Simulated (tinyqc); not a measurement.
What each parameter does: five-level k.p model folded onto the conduction band.

Second-order sums for the lowest conduction level at E: 1/m = 1 + Cm + (Ep/3)(2/E + 1/(E + Dso)) - (Ep2/3)(2/(E7 + D2 - E) + 1/(E7 - E)); g/2 = 1 + Cg - (Ep/3)(1/E - 1/(E + Dso)) - (Ep2/3)(1/(E7 - E) - 1/(E7 + D2 - E)). E is counted from the top of the valence band; E = Eg at the edge.

Inputs chosen for the exercise (near those of CdTe; shifted at random, so the results belong to these values and not to a real crystal):
- Eg = 1.697 eV (gap at Gamma to the s-like level)
- Dso = 0.909 eV (spin-orbit splitting)
- Ep = 18.5 eV (Kane energy)
- E7 = 5.28 eV (upper Gamma7 conduction level, from the valence top)
- D2 = 0.31 eV (its spin-orbit splitting, Gamma8 above Gamma7)
- Ep2 = 1.7 eV (Kane energy to the upper levels)
- Cm = 0.3 (remote term in 1/m)
- Cg = 0 (remote term in g/2)

Mass and g at E = Eg.

One parameter was then changed.

Results before and after:
```
case      m (m0)        g
base     0.09538  -0.5602
changed  0.09536  -0.5625
```

Which of these changes was made? (a) Eg = 1.527 eV; (b) Dso = 1 eV; (c) D2 = 0.341 eV; (d) E7 = 4.752 eV; (e) Ep = 20.35 eV; (f) Ep2 = 1.53 eV.

Answer: (c) D2 = 0.341 eV. Of the candidates, run in turn, only this one gives the changed row.

All candidates:
```
case            m (m0)        g
base           0.09538  -0.5602
Eg = 1.527 eV  0.08712  -1.0369
Dso = 1 eV     0.09611  -0.7199
Ep = 20.35 eV  0.08735  -0.8138
E7 = 4.752 eV  0.09605  -0.5692
D2 = 0.341 eV  0.09536  -0.5625
Ep2 = 1.53 eV  0.09497  -0.5577
```

tinyqc: `OMP_NUM_THREADS=1 python tinyqc.py 1050926 1050927 out.jsonl`; about 0.01 s, one thread, shared Intel(R) Xeon(R) Processor @ 2.30GHz.
